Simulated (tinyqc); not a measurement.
## Polarisation charge from two barrier thicknesses

Problem. Voff = phiB - dEc - q sigma d/(eps0 eb). Find sigma, phiB - dEc and the thickness at which Voff = 0.

Constants: q = 1.602176634e-19 C, eps0 = 8.8541878128e-14 F/cm where lengths are in cm. Results are converted to the units shown.

Voff at d = 13 and 29 nm (V): -4.4561760  -10.786485
eb = 9.31

Solution. Voff is a straight line in d: its slope is -q sigma/(eps0 eb) and its intercept phiB - dEc.

sigma = 2.04e13 cm^-2
phiB - dEc = 0.687 V
thickness for Voff = 0 = 1.74 nm

Computed by the program tinyqc: `OMP_NUM_THREADS=1 python tinyqc.py 2180120 2180121 out.jsonl`, one thread of a shared Intel Xeon 2.30GHz, about 0.01 s for the whole run.
